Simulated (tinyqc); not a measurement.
Isochronal anneals: hydrogen passivation of interface dangling bonds: competing passivation and dissociation with distributed barriers. Computed by tinyqc, a small Python program. Command: `OMP_NUM_THREADS=1 python tinyqc.py 3004882 3004883 out.jsonl passiv walk`. One thread of a shared host (Intel(R) Xeon(R) Processor @ 2.30GHz), about 0.02 s of CPU time with the checks.

P_b + H2 gives P_bH + H at the rate k_f [H2]; P_bH gives P_b + H at the rate k_d. All defects start unpassivated. E_f and E_d are Gaussian and independent.

Inputs (values chosen for the exercise, close to those used for P_b centres at the silicon-oxide interface):
```
quantity                                      value          unit
passivation prefactor k_f0                  8.2e-07        cm^3/s
mean passivation barrier E_f                   1.51            eV
spread sigma_f                                 0.06            eV
dissociation prefactor k_d0                   3e+12           1/s
mean dissociation barrier E_d                  2.85            eV
spread sigma_d                                0.043            eV
H2 in the oxide per atm, solubility factor  1.3e+18  1/(cm^3 atm)
hydrogen pressure p                             0.1           atm
anneal time t                                  3400             s
```

Constants: k_B = 8.617333262e-05 eV/K.

Method:
- [H2] = solubility factor x p; a = k_f0 [H2] exp(-E_f/(k_B T)), d = k_d0 exp(-E_d/(k_B T)). For one pair of barriers the active share is y = [d + a exp(-(a + d) t)]/(a + d).
- Temperatures in kelvin are T(C) + 273.15.
- Average y over both Gaussians with 40 x 40 Gauss-Hermite points.
- Minimise the averaged y over T between 150 and 900 C: find where ln y is equal at T - 0.05 and T + 0.05 C; T is rounded to 0.1 C.

best temperature = 396.2 C

Active share after the time t:
```
T (C)     a (1/s)     d (1/s)  single barriers  distributed
200    8.7887e-06  1.3189e-18       9.7056e-01   9.2942e-01
250    3.0279e-04  1.0509e-15       3.5720e-01   3.8593e-01
300    5.6253e-03  2.6105e-13       4.9866e-09   1.3613e-02
350    6.5389e-02  2.6761e-11       4.0926e-10   1.3482e-05
400    5.2796e-01  1.3790e-09       2.6120e-09   6.1203e-09
450    3.1935e+00  4.1200e-08       1.2901e-08   2.6021e-08
500    1.5305e+01  7.9323e-07       5.1829e-08   9.5749e-08
600    2.0517e+02  1.0643e-04       5.1874e-07   8.3936e-07
700    1.6133e+03  5.2174e-03       3.2339e-06   4.7641e-06
800    8.6382e+03  1.2383e-01       1.4335e-05   1.9712e-05
```

The distributed share is least at 400 C among these rows, 6.1e-9, and the search puts the optimum at 396.2 C. On the cold side defects with high E_f survive; on the hot side dissociation, with the larger barrier, gains on passivation with an energy E_d - E_f = 1.34 eV. In that row single barriers give 2.6e-9, so the spread raises the floor. Caution: atomic hydrogen, which both passivates and depassivates, and further passivation during cooling are left out. Caution: shares below about 1e-3 in these rows are formal; measured passivation levels off well above them.

Extremes, crossings and ranges named in words are read from the listed rows.
